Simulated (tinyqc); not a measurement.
Implant damage, amorphisation by cascade overlap, and solid-phase epitaxial regrowth: one step, computed by the program tinyqc. Command: `OMP_NUM_THREADS=1 python tinyqc.py 3110330 3110331 out.jsonl sper walk`. One thread of a shared host (Intel(R) Xeon(R) Processor @ 2.30GHz), about 0.01 s of CPU time with the checks.

Range and width of the damage are inputs. Dynamic annealing enters only through the surviving share f.

Task: Overlap model. Gibbons model: a point turns amorphous after n + 1 hits; with y = A_i Q the amorphous share is 1 - exp(-y) sum_(k=0..n) y^k/k!. Doses are set by y.

Inputs (values chosen for the exercise, modelled on indium ions in silicon): overlaps needed n = 3; area amorphised by one track A_i = 1.1 nm^2.

Give: the table «Amorphous share» with the columns Q (1/cm^2), direct impact (n = 0), given n, for y = 0.1, 0.3, 0.6, 1.0, 2.0, 3.0, 5.0, 8.0.

Result:

Amorphous share:
```
y    Q (1/cm^2)  direct impact (n = 0)     given n
0.1  9.0909e+12                0.09516  3.8468e-06
0.3  2.7273e+13                0.25918  2.6581e-04
0.6  5.4545e+13                0.45119  3.3581e-03
1.0  9.0909e+13                0.63212  1.8988e-02
2.0  1.8182e+14                0.86466  1.4288e-01
3.0  2.7273e+14                0.95021  3.5277e-01
5.0  4.5455e+14                0.99326  7.3497e-01
8.0  7.2727e+14                0.99966  9.5762e-01
```

At small y the share grows as y^4; between the first rows the exponent is 3.86.
